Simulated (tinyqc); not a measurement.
# Double-gate transistor below threshold, two-dimensional Poisson equation on a small mesh: several studies

Half of a symmetric double-gate structure: row 0 is the mid-plane of the body, where the normal field vanishes. Mobile charge is neglected (subthreshold), the body is fully depleted, and potentials are counted from the intrinsic level; rows run upward to the gate, columns from source to drain.

Parameters, values chosen for the exercise; semiconductor permittivity made up: temperature T = 250 K; relative permittivity of the semiconductor eps_r = 13.7; relative permittivity of the insulator eox = 22; half the body thickness tb = 6 nm; insulator thickness tox = 5.6 nm; channel length L = 36 nm; acceptor density of the depleted body Na = 4.1e17 cm^-3; potential of the source Vbi = 0.56 V; gate offset Vfb = 0.15 V; gate voltage Vg = -0.1 V; drain voltage Vd = 0.3 V.

Constants: q = 1.602176634e-19 C, kB = 1.380649e-23 J/K, Vt = kB T/q, eps0 = 8.8541878128e-14 F/cm where lengths are in cm. Results are converted to the units shown.

Each table varies one quantity; the others keep the values above.

## Effect of the drain voltage

Mesh: rows i = 0..12 in the semiconductor (step hs = tb/12, row 12 on the interface), then 8 step(s) ho = tox/8 up to the gate row 20; columns j = 0..80 (step hy = L/80). Box integration, divided by eps0: up_i = eps hy/h of the interval above row i, dn_i = that of the interval below (0 for row 0), lat_i = (sum of eps h/2 over the intervals above and below)/hy, s_i = -q Na w_i hy/eps0 with w_i the semiconductor height of the box (hs/2 for row 0 and the interface row, hs between, 0 in the insulator). Each free node obeys (up + dn + 2 lat) psi = up psi(above) + dn psi(below) + lat [psi(left) + psi(right)] + s. Fixed values: gate row Vg - Vfb; column 0 at Vbi and the last column at Vbi + Vd in the semiconductor, each running linearly to Vg - Vfb across the insulator. The system is solved directly. On row 0 the minimum of psi and its place come from a parabola through the three lowest nodes; barrier = Vbi - minimum, swing = Vt ln 10/(d psi/dVg), DIBL = (d psi/dVd)/(d psi/dVg) there. Lambda = pi/k with k the smallest positive root of tan(k tox) tan(k tb) = eox/eps_r.

Effect of the drain voltage:
```
Vd (V),L/Lambda,barrier (V),place y/L,swing (mV/decade),DIBL (mV/V)
0.05,1.783,0.7041,0.4947,58.31,85.09
0.25,1.783,0.6904,0.4760,58.40,76.72
0.45,1.783,0.6779,0.4605,58.55,70.48
0.65,1.783,0.6664,0.4472,58.75,65.61
0.85,1.783,0.6557,0.4356,58.97,61.68
1.05,1.783,0.6456,0.4253,59.21,58.41
```

As Vd goes from 0.05 to 1.05 V, the barrier falls from 0.704 to 0.646 V, the swing rises from 58.3 to 59.2 mV a decade and DIBL falls from 85.1 to 58.4 mV/V; the ideal swing is 49.6. The barrier top moves from y/L = 0.495 to 0.425, towards the source.

## Effect of the gate voltage

Same model as above.

Effect of the gate voltage:
```
Vg (V),L/Lambda,barrier (V),place y/L,swing (mV/decade),DIBL (mV/V)
-0.2,1.783,0.7721,0.4745,58.41,76.09
-0.12,1.783,0.7041,0.4724,58.42,75.23
-0.04,1.783,0.6362,0.4700,58.45,74.23
0.04,1.783,0.5683,0.4670,58.48,73.05
0.12,1.783,0.5005,0.4634,58.52,71.64
0.2,1.783,0.4327,0.4590,58.57,69.92
```

As Vg goes from -0.2 to 0.2 V, the barrier falls from 0.772 to 0.433 V, the swing stays near 58.5 mV a decade and DIBL falls from 76.1 to 69.9 mV/V; the ideal swing is 49.6. The barrier top moves from y/L = 0.474 to 0.459, towards the source.

## Effect of half the body thickness

Same model as above.

Effect of half the body thickness:
```
tb (nm),L/Lambda,barrier (V),place y/L,swing (mV/decade),DIBL (mV/V)
2.4,2.506,0.7772,0.4801,51.74,18.17
3.2,2.315,0.7632,0.4784,52.71,26.46
4.2,2.102,0.7405,0.4762,54.32,40.16
5.5,1.864,0.7033,0.4731,57.13,63.97
7.3,1.598,0.6416,0.4683,62.41,108.6
9.6,1.342,0.5544,0.4614,71.70,186.2
```

As tb goes from 2.4 to 9.6 nm, the barrier falls from 0.777 to 0.554 V, the swing rises from 51.7 to 71.7 mV a decade and DIBL rises from 18.2 to 186 mV/V; the ideal swing is 49.6. L/Lambda goes from 2.5 to 1.3. At tb = 2.4 nm the body is under 5 nm thick, where quantum confinement matters.

Program tinyqc, `OMP_NUM_THREADS=1 python tinyqc.py 2480117 2480118 out.jsonl`; Intel Xeon 2.30GHz, shared host, one thread, about 0.1 s.
